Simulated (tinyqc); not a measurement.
MOS structure on a p-type body, non-linear Poisson equation by Newton steps: two steps of the calculation.

One dimension, insulator interface at x = 0, acceptor density Na, uniform, net doping C = -(acceptor density). psi is counted from the intrinsic level: n = ni exp((psi - Vb)/Vt), p = ni exp(-psi/Vt); deep in the body psi_b = -Vt ln(Na/ni). The gate acts through Cox = eps0 eox/tox and has the potential psi_G = Vg - (phiM - chi - Vt ln(Nc/ni)). Boltzmann statistics, full ionisation, classical densities, no oxide or interface charge. Acceptors in real wide-gap material are deep and only partly ionised in the neutral body.

Inputs (values chosen for the exercise); band and dielectric values close to those of 4H silicon carbide:
```
symbol    value   unit                                                                 meaning
T           300      K                                                             temperature
Eg         3.28     eV                                                                band gap
Nc      1.71e19  cm^-3                                  conduction-band density of states at T
Nv      2.54e19  cm^-3                                     valence-band density of states at T
chi        3.55     eV                                                       electron affinity
eox        7.51         relative permittivity of the gate insulator (close to silicon nitride)
tox         7.9     nm                                                     insulator thickness
phiM       3.72     eV                                                      gate work function
Vb            0      V                         electron quasi-Fermi potential against the body
Vg         2.24      V                                           gate voltage against the body
```

Constants: q = 1.602176634e-19 C, kB = 1.380649e-23 J/K, Vt = kB T/q, eps0 = 8.8541878128e-14 F/cm where lengths are in cm. Results are converted to the units shown.

Task 1. Densities, residual and Jacobian diagonal. n_i = ni exp((psi_i - Vb)/Vt), p_i = ni exp(-psi_i/Vt), rho_i = p_i - n_i + C_i, g_i = (n_i + p_i)/Vt. Box widths w_i = (h_(i-1) + h_i)/2 in cm. Residual F_i = a_i (psi_(i+1) - psi_i) - a_(i-1) (psi_i - psi_(i-1)) + q rho_i w_i; Jacobian: a_(i-1) and a_i beside the diagonal, b_i = -a_(i-1) - a_i - q g_i w_i on it. Node 0 is free: w_0 = h_0/2, F_0 = a_0 (psi_1 - psi_0) + Cox (psi_G - psi_0) + q rho_0 w_0, b_0 = -a_0 - Cox - q g_0 w_0, with Cox = eps0 eox/tox, psi_G = Vg - (phiM - chi - Vt ln(Nc/ni)). The last node is fixed.

| node | x (nm) | psi at the start (V) | net doping C (cm^-3) |
|---|---|---|---|
| 0 | 0 | 1.5639537 | -1.1e18 |
| 1 | 0.3 | 1.5300383 | -1.1e18 |
| 2 | 0.793 | 1.4747056 | -1.1e18 |
| 3 | 1.6 | 1.3852081 | -1.1e18 |
| 4 | 2.93 | 1.2406282 | -1.1e18 |
| 5 | 5.12 | 1.0104780 | -1.1e18 |
| 6 | 8.72 | 0.6535573 | -1.1e18 |
| 7 | 14.6 | 0.1278381 | -1.1e18 |
| 8 | 24.3 | -0.5842024 | -1.1e18 |
| 9 | 40.3 | -1.3363707 | -1.1e18 |
| 10 | 66.5 | -1.5639537 | -1.1e18 |
| 11 | 110 | -1.5639537 | -1.1e18 |

| interval | coupling a_i (F/cm^2) |
|---|---|
| 0 | 2.8599027e-5 |
| 1 | 1.7403059e-5 |
| 2 | 1.0631608e-5 |
| 3 | 6.4509083e-6 |
| 4 | 3.9176749e-6 |
| 5 | 2.3832522e-6 |
| 6 | 1.4591340e-6 |
| 7 | 8.8450598e-7 |
| 8 | 5.3623175e-7 |
| 9 | 3.2746977e-7 |
| 10 | 1.9723467e-7 |

ni = 5.8631027e-9 cm^-3

Find: n; p; residual F; diagonal b.

Result 1.

| node | n (cm^-3) | p (cm^-3) |
|---|---|---|
| 0 | 1.100e18 | 3.125e-35 |
| 1 | 2.962e17 | 1.160e-34 |
| 2 | 3.484e16 | 9.867e-34 |
| 3 | 1.093e15 | 3.145e-32 |
| 4 | 4.072e12 | 8.443e-30 |
| 5 | 5.539e8 | 6.206e-26 |
| 6 | 559.0 | 6.150e-20 |
| 7 | 8.236e-7 | 4.174e-11 |
| 8 | 8.994e-19 | 38.22 |
| 9 | 2.080e-31 | 1.653e14 |
| 10 | 3.125e-35 | 1.100e18 |
| 11 | 3.125e-35 | 1.100e18 |

| node | residual F (1e-7 C/cm^2) | diagonal b (F/cm^2) |
|---|---|---|
| 0 | 8.268 | -2.954e-5 |
| 1 | -0.019 | -4.607e-5 |
| 2 | -0.004 | -2.805e-5 |
| 3 | 0.000 | -1.708e-5 |
| 4 | 0.000 | -1.037e-5 |
| 5 | 0.000 | -6.301e-6 |
| 6 | 0.000 | -3.842e-6 |
| 7 | 0.000 | -2.344e-6 |
| 8 | 0.000 | -1.421e-6 |
| 9 | -0.430 | -8.659e-7 |
| 10 | 0.745 | -2.428e-5 |

Task 2. Newton step. Solve the tridiagonal system a_(i-1) d_(i-1) + b_i d_i + a_i d_(i+1) = -F_i for nodes 0 to 10, with d = 0 on fixed nodes. Half of the step is added while the largest |d| exceeds 1.5 Vt, the full step after that.

| interval | coupling a_i (F/cm^2) |
|---|---|
| 0 | 2.8599027e-5 |
| 1 | 1.7403059e-5 |
| 2 | 1.0631608e-5 |
| 3 | 6.4509083e-6 |
| 4 | 3.9176749e-6 |
| 5 | 2.3832522e-6 |
| 6 | 1.4591340e-6 |
| 7 | 8.8450598e-7 |
| 8 | 5.3623175e-7 |
| 9 | 3.2746977e-7 |
| 10 | 1.9723467e-7 |

| node | diagonal b (F/cm^2) | residual F (C/cm^2) |
|---|---|---|
| 0 | -0.073505881 | -0.0018990612 |
| 1 | -0.046713526 | -0.0012064227 |
| 2 | -0.0079336568 | -2.0437115e-4 |
| 3 | -3.5296546e-4 | -8.6829923e-6 |
| 4 | -1.1868682e-5 | -3.8779032e-8 |
| 5 | -6.3011260e-6 | -5.1426988e-12 |
| 6 | -3.8423862e-6 | ~0 |
| 7 | -2.3436400e-6 | ~0 |
| 8 | -1.4207377e-6 | ~0 |
| 9 | -8.6374967e-7 | -2.1341799e-8 |
| 10 | -2.1794002e-5 | 4.0888845e-8 |

| node | psi after iteration 1 (V) |
|---|---|
| 0 | 1.9125671 |
| 1 | 1.8757033 |
| 2 | 1.8170251 |
| 3 | 1.7225204 |
| 4 | 1.5697276 |
| 5 | 1.3260543 |
| 6 | 0.9469038 |
| 7 | 0.3848759 |
| 8 | -0.3870617 |
| 9 | -1.2380292 |
| 10 | -1.5610929 |
| 11 | -1.5639537 |

Find: Newton step d, before damping; psi after iteration 2.

Result 2.

| node | Newton step d, before damping (V) |
|---|---|
| 0 | -0.025846 |
| 1 | -0.025851 |
| 2 | -0.025851 |
| 3 | -0.025863 |
| 4 | -0.026498 |
| 5 | -0.027790 |
| 6 | -0.029915 |
| 7 | -0.033385 |
| 8 | -0.039111 |
| 9 | -0.048554 |
| 10 | 0.001147 |

| node | psi after iteration 2 (V) |
|---|---|
| 0 | 1.8996 |
| 1 | 1.8628 |
| 2 | 1.8041 |
| 3 | 1.7096 |
| 4 | 1.5565 |
| 5 | 1.3122 |
| 6 | 0.9319 |
| 7 | 0.3682 |
| 8 | -0.4066 |
| 9 | -1.2623 |
| 10 | -1.5605 |
| 11 | -1.5640 |

Computed by the program tinyqc: `OMP_NUM_THREADS=1 python tinyqc.py 2080167 2080168 out.jsonl`, one thread of a shared Intel Xeon 2.30GHz, about 0.7 s for the whole run.

~0 in a residual or rate marks an entry under 1e-11 of the largest of its column.
